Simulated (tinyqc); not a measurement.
Nanowire ballistic transistor, top-of-the-barrier model: course of the iteration: self-consistent potential at the barrier top.

At the top of the source barrier, states moving towards the drain are filled by the source (Fermi level 0) and states moving back by the drain (Fermi level -q Vd); nothing scatters. U is the shift of the band edge there, set by the capacitances CG, CD and CS (the total) and by the charge. Parabolic one-dimensional subband; the source is grounded.

eta1 = -(E0 + U)/Vt, eta2 = eta1 - Vd/Vt, n = (N0/2)[F_(-1/2)(eta1) + F_(-1/2)(eta2)], F_(-1/2)(x) = (1/sqrt(pi)) int_0^infinity u^(-1/2)/(1 + exp(u - x)) du. U(out) = UL + q (n - n0)/CS. U(new) = U(out).

Stop when U changes by less than 1e-9 eV, or after 25 iterations.

Inputs (values chosen for the exercise); mass and valleys close to those of silicon (two valleys):

| symbol | value | unit | meaning |
|---|---|---|---|
| T | 300 | K | temperature |
| E0 | 0.22 | eV | band edge at the barrier top above the source Fermi level at zero bias |
| Vd | 0.5 | V | drain voltage |

Constants: q = 1.602176634e-19 C, kB = 1.380649e-23 J/K, Vt = kB T/q. Results are converted to the units shown.

U at the start (U = UL) = -0.5 eV
N0 = 3.99785e6 cm^-1
CS = 1.28793 pF/cm
n0 = 805.244 cm^-1
UL = -0.5 eV

Course of the iteration:

| iteration | U (eV) | \|change\| (eV) |
|---|---|---|
| 1 | 0.419997 | 0.920 |
| 2 | -0.500100 | 0.920 |
| 3 | 0.420164 | 0.920 |
| 4 | -0.500100 | 0.920 |
| 5 | 0.420164 | 0.920 |
| 6 | -0.500100 | 0.920 |
| 7 | 0.420164 | 0.920 |
| 8 | -0.500100 | 0.920 |
| 9 | 0.420164 | 0.920 |
| ... | ... | ... |
| 17 | 0.420164 | 0.920 |
| 18 | -0.500100 | 0.920 |
| 19 | 0.420164 | 0.920 |
| 20 | -0.500100 | 0.920 |
| 21 | 0.420164 | 0.920 |
| 22 | -0.500100 | 0.920 |
| 23 | 0.420164 | 0.920 |
| 24 | -0.500100 | 0.920 |
| 25 | 0.420164 | 0.920 |

Did this iteration meet its convergence test, and what does its course show?

No. Not converged within 25 iterations. The value swings between -0.5001 and 0.4202 for good. At the solution, U = -0.2456 eV, the quantum capacitance is 4.29 times CS, and dU(out)/dU = -CQ/CS: its size exceeds one, so plain substitution overshoots further each time near the root. A rerun with Newton steps converges in 7 iterations.

tinyqc, about 0.04 s, one thread, Intel Xeon 2.30GHz (shared host): `OMP_NUM_THREADS=1 python tinyqc.py 2400025 2400026 out.jsonl`
